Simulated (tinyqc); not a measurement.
## n-type polysilicon, carrier trapping at grain boundaries: effect of the doping

One-dimensional grains of size Lg, uniform ionised doping N, monovalent traps Qt at each boundary at a depth Et below (for electrons) or above (for holes) the band edge there, abrupt depletion of width W on each side of a boundary, Boltzmann statistics. xi is the distance from the band edge at the grain centre to the Fermi level. Trapped charge Qt/(1 + exp((xi + VB - Et)/Vt)) = 2 N W, barrier VB = q N W^2/(2 eps0 eps_r).

If the trap equation with xi = Vt ln(NB/N) has a root W < Lg/2, the grain is partly depleted; otherwise W = Lg/2 and the trap equation gives xi = Et - VB + Vt ln(Qt/(N Lg) - 1). N* = Qt/Lg. n0 = NB exp(-xi/Vt); mean density n0 (1 - 2 W/Lg) by charge balance in a partly depleted grain, and n0 (sqrt(pi)/2) erf(u)/u with u = sqrt(VB/Vt) in a fully depleted one; v = sqrt(kB T/(2 pi ms m0)); barrier resistivity Vt exp(VB/Vt)/(q fe n0 v Lg); grain resistivity (1 - 2 W/Lg)/(q n0 mug); effective mobility 1/(q mean density total resistivity). Rows with xi above 0.45 V, towards mid-gap, are left out, since the other carrier type is ignored.

Parameters, values chosen for the exercise; values of the order met in polycrystalline silicon: temperature T = 300 K; relative permittivity eps_r = 11.7; conduction-band density of states at T NB = 2.8e19 cm^-3; grain size Lg = 53 nm; trap density of a grain boundary Qt = 3.4e12 cm^-2; depth of the trap level from the majority band edge at the boundary Et = 0.32 eV; mass for thermionic emission ms = 0.57 m0; correction factor of the emission rate fe = 0.5; mobility inside the grains mug = 59 cm^2/(V s).

Constants: q = 1.602176634e-19 C, kB = 1.380649e-23 J/K, m0 = 9.1093837015e-31 kg, Vt = kB T/q, eps0 = 8.8541878128e-14 F/cm where lengths are in cm. Results are converted to the units shown.

Results:

| N (cm^-3) | N/N* | depleted share 2 W/Lg | VB (V) | xi (V) | mean density (cm^-3) | resistivity (ohm cm) | effective mobility (cm^2/(V s)) |
|---|---|---|---|---|---|---|---|
| 3.2e16 | 0.049882 | 1.0000 | 0.017378 | 0.37881 | 9.8744e12 | 2761.5 | 228.89 |
| 1.1e17 | 0.17147 | 1.0000 | 0.059735 | 0.30099 | 1.3884e14 | 700.54 | 64.170 |
| 2.1e17 | 0.32735 | 1.0000 | 0.11404 | 0.22458 | 1.9878e15 | 297.91 | 10.540 |
| 3.8e17 | 0.59235 | 0.98482 | 0.20014 | 0.11116 | 5.7684e15 | 103.55 | 10.449 |
| 7.1e17 | 1.1068 | 0.70585 | 0.19210 | 0.094998 | 2.0884e17 | 40.647 | 0.73525 |
| 1.3e18 | 2.0265 | 0.47375 | 0.15845 | 0.079362 | 6.8412e17 | 6.0763 | 1.5015 |
| 2.4e18 | 3.7412 | 0.26682 | 0.092787 | 0.063512 | 1.7596e18 | 0.29010 | 12.227 |
| 4.5e18 | 7.0147 | 0.14253 | 0.049645 | 0.047261 | 3.8586e18 | 0.046069 | 35.111 |
| 8.4e18 | 13.094 | 0.076367 | 0.026603 | 0.031125 | 7.7585e18 | 0.017325 | 46.434 |

Estimate the missing row, N = 6e16 cm^-3.

Computed row:

| N (cm^-3) | N/N* | depleted share 2 W/Lg | VB (V) | xi (V) | mean density (cm^-3) | resistivity (ohm cm) | effective mobility (cm^2/(V s)) |
|---|---|---|---|---|---|---|---|
| 6e16 | 0.093529 | 1.0000 | 0.032583 | 0.34613 | 3.0053e13 | 1405.1 | 147.80 |

With this row back in the table: As N goes from 3.2e16 to 8.4e18, VB goes from 0.0174 through a maximum of 0.200 (at N = 3.8e17 among the rows listed) to 0.0266 V, the resistivity falls from 2760 to 0.0173 ohm cm and the effective mobility goes from 229 through a minimum of 0.735 (at N = 7.1e17 among the rows listed) to 46.4 cm^2/(V s). The steepest fall of the resistivity among the rows, as N^(-5.0), lies between N = 1.3e18 and 2.4e18 cm^-3; N* = 6.42e17 cm^-3. While the grain is fully depleted VB grows as N; once the traps are full it falls as 1/N. For N = 2.4e18, 4.5e18, 8.4e18 xi is under 2.5 Vt, where Boltzmann statistics begin to fail. For N = 3.2e16 VB is below Vt, where abrupt depletion and thermionic emission are rough. For N = 3.8e17 the grain is near the changeover between partial and full depletion, within a few Debye lengths, where both limits are rough. For N = 3.2e16, 6e16, 1.1e17 the effective mobility exceeds mug, since drift through the depleted part of the grain is left out.

Numbers from tinyqc (`OMP_NUM_THREADS=1 python tinyqc.py 2830051 2830052 out.jsonl`; about 0.01 s on one thread of a shared Intel Xeon 2.30GHz).
